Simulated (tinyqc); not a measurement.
Doping density: delta-doped layer in the Thomas-Fermi potential.

All donors ionised in the plane z = 0, zero temperature, energies from the Fermi level EF of the Thomas-Fermi model, which lies at the bulk band edge; c = hbar^2/2m0, q = e^2/(4 pi eps0). Layer in a (001) plane: two valleys with m_z = ml, m_d = mt (unprimed) and four with m_z = mt, m_d = sqrt(ml mt) (primed); m3 = (ml mt^2)^(1/3), gv = 6. With n = (gv/3 pi^2)(m3 (-V)/c)^(3/2) and V'' = -(4 pi q/eps) n for z > 0, the solution is V = -b/(|z| + z0)^4 with sqrt(b) = 20/K, K = (4 pi q/eps)(gv/3 pi^2)(m3/c)^(3/2), and z0^5 = 4b/(e F0), e F0 = 2 pi q N/eps; 1e13/cm^2 = 1e-3/angstrom^2. Exchange and correlation are left out.

Subbands solve -(c/m_z) psi'' + V psi = E psi on 1280 points of spacing z0/80; up to ten levels for each group, kept if bound with an rms width below 2.5 z0.

Constants: hbar^2/2m0 = 3.80998211 eV angstrom^2; e^2/(4 pi eps0) = 14.39964547 eV angstrom.

Inputs chosen for the exercise (near those of a delta-doped layer in Si; not measured data):
```
symbol  value                                 unit         meaning
ml      0.918                                 m0           longitudinal mass
mt      0.193                                 m0           transverse mass
eps     12                                                 dielectric constant
Nl      (0.46, 0.92, 1.8, 3.2, 5.5, 9.2, 15)  x 1e13/cm^2  sheet densities
```

The well, the lowest level and the filling anew; at zero temperature n_i = g m_d (mu - E_i)/(2 pi c), with mu fixed by sum n_i = N.

Results:
```
N (1e13/cm^2),z0 (angstrom),depth (eV),lowest (eV),next - lowest (eV),occupied,share of lowest (%)
0.46,38.1,0.0330,-0.0102,0.0055,2,34.4
0.92,33.1,0.0575,-0.0198,0.0101,2,33.1
1.8,29.0,0.0983,-0.0371,0.0179,3,31.7
3.2,25.8,0.1558,-0.0632,0.0290,3,30.3
5.5,23.2,0.2402,-0.1038,0.0454,3,29.1
9.2,20.9,0.3626,-0.1658,0.0690,3,27.9
15,19.0,0.5361,-0.2577,0.1022,4,26.8
```

The depth grows as N^(4/5) and z0 shrinks as N^(-1/5): factors 16.2 and 2.01 for 33 times the doping. The lowest level deepens faster, with exponent 0.93, since the zero-point energy takes a smaller share of a deeper well (69 % falling to 52 %). The number of occupied subbands is 2 in the first row and 4 in the last. Depths beyond about 0.5 eV stretch parabolic valleys past their range. Up to N = 0.92 the donor spacing exceeds 1.5 Bohr radii (one radius, a0 eps/m with the density-of-states mass, is 20 angstrom), where a uniform sheet is a crude picture of discrete donors (beyond about three radii electrons stay on single donors).

Program tinyqc; command `OMP_NUM_THREADS=1 python tinyqc.py 1281317 1281318 out.jsonl`; about 0.2 s on one thread of a shared Intel(R) Xeon(R) Processor @ 2.30GHz.
